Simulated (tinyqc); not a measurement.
Tersoff bond-order potential. From bond length back to A. Computed by tinyqc, a small Python program. Command: `OMP_NUM_THREADS=1 python tinyqc.py 3003593 3003594 out.jsonl tersoff inv`. One thread of a shared host (Intel(R) Xeon(R) Processor @ 2.30GHz), about 0.01 s of CPU time with the checks.

E = (1/2) sum_(i, j != i) [A exp(-lambda r_ij) - b_ij B exp(-mu r_ij)], b_ij = (1 + (beta zeta_ij)^n)^(-1/(2n)), zeta_ij = sum_(k != i, j) g(theta_ijk), g = 1 + c^2/d^2 - c^2/(d^2 + (h - cos theta)^2), with theta at atom i. Only nearest neighbours count (cut-off function 1 for them, 0 beyond).

Inputs (values chosen for the exercise, modelled on carbon):
```
quantity     value        unit
B           345.78          eV
lambda      3.4879  1/angstrom
mu          2.2119  1/angstrom
beta      1.49e-07           -
n           0.7297           -
c            37830           -
d            4.327           -
h          -0.5497           -
```

Constants: 1 eV/angstrom^3 = 160.2176634 GPa.

Method:
- zeta = 3 g(cos theta = -1/3).
- With z equal bonds of order b, r = ln(lambda A/(mu b B))/(lambda - mu) and E per atom = -(z/2) b B exp(-mu r)(1 - mu/lambda).
- a0 = 4 r/sqrt3; B0 = phi''(r)/(3 a0) with phi'' = mu (lambda - mu) b B exp(-mu r), since b does not change under uniform scaling.

Task: A run gave the result below. Find the A, known to lie between 1500 and 2200 eV.

bond length = 1.598164 angstrom

Result:

Each step takes the trial c = (a f_b - b f_a)/(f_b - f_a), f being the result less the target and a, b, c the logarithms of the listed values; c replaces end b, the old b replaces a if the sign of f changed, and otherwise f_a is halved.

Scan of the range:
```
A (eV)  bond length (angstrom)
1500                   1.58933
1600                   1.63991
1700                   1.68742
1820                   1.74088
1940                   1.79092
2060                   1.83795
2200                   1.88948
```

False position (Illinois rule, in the logarithm of the input) inside the bracket:
```
step  end a  end b    trial  bond length (angstrom)
1      1500   1600  1517.00                1.598164
```

Bond length rises at every point of a 13-point scan of the range (every second point is shown), so one value fits; it is bracketed by 1500 and 1600. Answer: A = 1517 eV.
